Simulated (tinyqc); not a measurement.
How the errors depend on the field: Haynes-Shockley experiment: drift, diffusion and decay of a minority-carrier pulse. Computed by tinyqc, a small Python program. Command: `OMP_NUM_THREADS=1 python tinyqc.py 3113951 3113952 out.jsonl haynes walk`. One thread of a shared host (Intel(R) Xeon(R) Processor @ 2.30GHz), about 0.01 s of CPU time with the checks.

A thin sheet of excess carriers is made at x = 0, t = 0 in a long uniform bar; injection is low, so the pulse moves with the minority mobility.

Inputs (values chosen for the exercise, modelled on electrons in p-type germanium in a lightly doped bar):
```
quantity                       value         unit
minority mobility mu            3440   cm^2/(V s)
lifetime tau                      69  microsecond
temperature T                    300            K
field F                          6.4         V/cm
distance d to the collector     0.71           cm
injected sheet density N0    1.6e+09       1/cm^2
```

Constants: k_B = 8.617333262e-05 eV/K.

Method:
- D = mu k_B T/e, v = mu F.
- Transit time d/v, diffusion length sqrt(D tau), drift length v tau, Peclet number v d/D = e F d/(k_B T).
- dn(x, t) = N0/sqrt(4 pi D t) exp(-(x - v t)^2/(4 D t) - t/tau).
- At fixed x the signal peaks where d ln(dn)/dt = 0: a t^2 + t/2 - x^2/(4 D) = 0 with a = v^2/(4 D) + 1/tau.
- The full width at half maximum is found by solving dn(x, t) = peak/2 on both sides of the peak.
- With w that width: mu = d/(F t_p); D = (w d)^2/(16 ln2 t_p^3). The field is scaled by the factors listed.

D = 88.9309 cm^2/s

Errors of the simple reading:
```
factor  F (V/cm)   v d/D  v^2 tau/(4 D)  error of mu (%)  error of D (%)
0.5         3.20    87.9           23.5           3.2493          1.9070
0.7         4.48   123.0           46.1           1.8955          1.3719
1.0         6.40   175.8           94.0           1.1009          0.9634
1.5         9.60   263.7          211.5           0.6161          0.6430
2.5        16.00   439.4          587.6           0.3129          0.3858
4.0        25.60   703.1         1504.3           0.1756          0.2411
7.0        44.80  1230.4         4606.9           0.0922          0.1377
```

What does the comparison show, and why?

The error of mu falls from 3.25 to 0.0922 %. For large v d/D it is about D/(v d) + 2 D/(v^2 tau), here 0.0921 % in the last row: one part from spreading, one from recombination.

Extremes, crossings and ranges named in words are read from the listed rows.
